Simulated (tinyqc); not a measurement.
Ellipsometry and reflectance of a transparent film on an absorbing substrate: two steps of the calculation.

Air (index 1), film, substrate with N2 = n2 - i k2; time factor exp(+i w t). q_j = sqrt(N_j^2 - sin^2 th), root with positive real part. Fresnel coefficients r_s = (q_a - q_b)/(q_a + q_b), r_p = (N_b^2 q_a - N_a^2 q_b)/(N_b^2 q_a + N_a^2 q_b). tan(Psi) exp(i Delta) = R_p/R_s, Delta taken from 0 to 360 degrees.

Inputs (values chosen for the exercise); indices close to those of titanium dioxide on silicon:

| symbol | value | unit | meaning |
|---|---|---|---|
| lam | 800 | nm | wavelength |
| th | 60 | degrees | angle of incidence |
| n1 | 2.383 |  | index of the transparent film |
| d | 1.1 | nm | film thickness |
| n2 | 3.692 |  | index of the substrate |
| k2 | 0.0065 |  | extinction coefficient of the substrate |

Task 1. Interface coefficients and thickness period. q0, q1, q2 and the coefficients r01 and r12 for p and s; the results repeat in d with the period lam/(2 q1).

Wanted: q0; q1; q2; r01,p; r01,s; r12,p; r12,s; period.

Result 1.

q0 = 0.5000
q1 = 2.220
q2 = 3.589-0.007i
r01,p = 0.1224
r01,s = -0.6324
r12,p = 0.1951-0.0008i
r12,s = -0.2357+0.0009i
period = 180.2 nm

Task 2. Psi, Delta and reflectances. beta = 2 pi d q1/lam, X = exp(-2 i beta), R = (r01 + r12 X)/(1 + r01 r12 X) for p and s.

q1 = 2.2200651
r01,p = 0.12240152
r01,s = -0.63236174
r12,p = 0.19510760-0.00079747i
r12,s = -0.23565496+0.00087980i

Give: beta; X; R_p; R_s; Psi; Delta; |R_p|^2; |R_s|^2.

Result 2.

beta = 0.01918 rad
X = 0.9993-0.0384i
R_p = 0.3099-0.0078i
R_s = -0.7554+0.0045i
Psi = 22.32 degrees
Delta = 178.9 degrees
|R_p|^2 = 0.09613
|R_s|^2 = 0.5706

The bare substrate gives Psi = 22.32 and Delta = 179.89 degrees.

tinyqc, about 0.01 s, one thread, Intel Xeon 2.30GHz (shared host): `OMP_NUM_THREADS=1 python tinyqc.py 2870210 2870211 out.jsonl`
